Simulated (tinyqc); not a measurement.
What each parameter does: configuration-coordinate model of carrier capture at a defect.

Two parabolas of equal curvature k in one coordinate Q: with the carrier free at the band edge, U_f = k Q^2/2; with the carrier trapped, U_t = k (Q - dQ)^2/2 - ET. ER = k dQ^2/2, Huang-Rhys factor S = ER/hw, hw = 0.0646541 sqrt(k/M) eV for k in eV/angstrom^2 and M in u. The curves cross at a height Eb = (ER - ET)^2/(4 ER) above the free minimum.

Multiphonon factor for giving p = ET/hw phonons to the lattice: W = exp(-S (2 nb + 1)) ((nb + 1)/nb)^(p/2) I_p(x), nb = 1/(exp(hw/kT) - 1), x = 2 S sqrt(nb (nb + 1)), I_p the modified Bessel function. Classical limit: W = hw exp(-Eb/kT)/sqrt(4 pi ER kT). At T = 0: exp(-S) S^p/Gamma(p + 1).

Constants: kB = 8.617333262e-05 eV/K.

Values chosen for the exercise (of the size met at a DX centre in AlGaAs; the results hold for these values, not for the real material):

| symbol | value | unit | meaning |
|---|---|---|---|
| ET | 0.15 | eV | thermal depth of the level below the band edge |
| ER | 0.91 | eV | relaxation energy |
| hw | 0.014 | eV | phonon energy of the mode |
| T | 250 | K | temperature |

Eb, log10 W and the full width 2.35482 sqrt(ER hw coth(hw/2kT)). Each row changes one parameter from the base and keeps the others.

Results:

| case | Eb (eV) | log10 W | full width (eV) |
|---|---|---|---|
| base | 0.1587 | -4.707 | 0.4744 |
| ET = 0.19 eV | 0.1424 | -4.381 | 0.4744 |
| ER = 0.96 eV | 0.1709 | -4.962 | 0.4872 |
| hw = 0.0168 eV | 0.1587 | -4.610 | 0.4778 |
| T = 280 K | 0.1587 | -4.400 | 0.5003 |

The largest shifts from the base row, up to three for each result and ties (the steps differ in size, so this ranks the rows, not the parameters). Eb (eV): ET -0.0163, ER +0.0122; unchanged at the printed digits by hw and T. log10 W: ET +0.326, T +0.307, ER -0.255. full width (eV): T +0.0259, ER +0.0129, hw +0.0035; unchanged at the printed digits by ET.

Program tinyqc; command `OMP_NUM_THREADS=1 python tinyqc.py 1482501 1482502 out.jsonl`; about 0.01 s on one thread of a shared Intel(R) Xeon(R) Processor @ 2.30GHz.
